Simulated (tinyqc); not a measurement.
Switching field against angle and time: single-domain magnet: Stoner-Wohlfarth switching, Neel-Arrhenius retention, LLG dynamics and spin torque. Computed by tinyqc, a small Python program. Command: `OMP_NUM_THREADS=1 python tinyqc.py 3029067 3029068 out.jsonl macro walk`. One thread of a shared host (Intel(R) Xeon(R) Processor @ 2.30GHz), about 0.03 s of CPU time with the checks.

The moment is uniform, with unit vector m; z is the easy axis. mu_0 = 1.25663706212e-6 T m/A, gamma = 1.76085963023e11 rad/(s T).

Inputs (values chosen for the exercise, for a model magnet):
```
quantity                      value    unit
saturation magnetisation M_s    549    kA/m
diameter d                       66      nm
thickness t                     2.1      nm
interface anisotropy K_i      0.464  mJ/m^2
bulk anisotropy K_u             6.1  kJ/m^3
exchange stiffness A             14    pJ/m
temperature T                   300       K
attempt frequency f0              2     GHz
waiting time t_w              1e-08       s
```

Shape: thin disc, easy axis normal to it.

Constants: k_B = 1.380649e-23 J/K.

Method:
- The disc is treated as an oblate spheroid with p = t/d: N_z = [1 - p arccos(p)/sqrt(1 - p^2)]/(1 - p^2); V = pi d^2 t/4; K_eff = K_u + K_i/t + K_shape, K_shape = -(mu_0 M_s^2/4)(3 N_z - 1); mu_0 H_K = 2 K_eff/M_s.
- Delta = K_eff V/(k_B T); tau = exp(Delta)/f0; probability of a flip within t_w: P = 1 - exp(-t_w/tau). Wall width parameter sqrt(A/K_eff); a two-domain state costs 4 sqrt(A K_eff) times the cross-section that the wall cuts (d t).
- Energy over K_eff V: e(theta) = sin^2(theta) + 2 h cos(theta - psi) for m at the angle theta from +z and a field that points at psi from -z (it pulls m away from +z towards negative theta); h_sw = (cos^(2/3) psi + sin^(2/3) psi)^(-3/2).
- Switching field at T: the h at which the exact barrier equals ln(f0 t_w/ln 2) k_B T (0 if the zero-field barrier is lower). Sharrock form: h_sw [1 - (ln(f0 t_w/ln 2)/Delta)^(1/n)], n = 0.86 + 1.14 h_sw.

stability factor Delta = 89.0177

Fields over H_K:
```
psi (degrees)  h_sw at T = 0  thermal, exact barrier  thermal, Sharrock form
1                    0.90707                 0.76796                 0.74622
10                   0.67381                 0.59464                 0.58373
20                   0.57365                 0.51018                 0.50776
30                   0.52402                 0.46737                 0.46868
45                   0.50000                 0.44649                 0.44942
60                   0.52402                 0.46737                 0.46868
75                   0.61466                 0.54512                 0.53933
89                   0.90707                 0.76796                 0.74622
```

What follows from these numbers?

At T = 0 the field is least at 45 degrees, H_K/2, and symmetric about it. Thermal help lowers it to 85 % at 1 degree and 89 % at 45 degrees; the Sharrock form misses the exact barrier by at most about 0.022 H_K, at psi = 1 (and its mirror angle). Caution: a flat cylinder has a smaller N_z than the spheroid of the same t/d, so K_eff of a real disc is larger.

Extremes, crossings and ranges named in words are read from the listed rows.
